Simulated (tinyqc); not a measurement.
# Ground and coupling capacitance from two measurements

Inverse problem. A line has Cg to the planes and Cc to each of two neighbours. Find Cg, Cc, the load when both neighbours switch in antiphase, and the pulse on the line when it floats and both neighbours swing by Vx.

Values chosen for this exercise: swing Vx = 0.7 V.

capacitance with neighbours driven alike and with neighbours grounded (aF/um): [61, 249]

Solution. Driven alike, Cc carries no charge, which leaves Cg; grounded neighbours give Cg + 2 Cc, antiphase Cg + 4 Cc; a floating line divides the swing as 2 Cc/(Cg + 2 Cc).

Cg = 61.00 aF/um
Cc = 94.00 aF/um
load in antiphase = 437.0 aF/um
pulse = 0.5285 V

Numbers from tinyqc (`OMP_NUM_THREADS=1 python tinyqc.py 2790143 2790144 out.jsonl`; about 1 s on one thread of a shared Intel Xeon 2.30GHz).
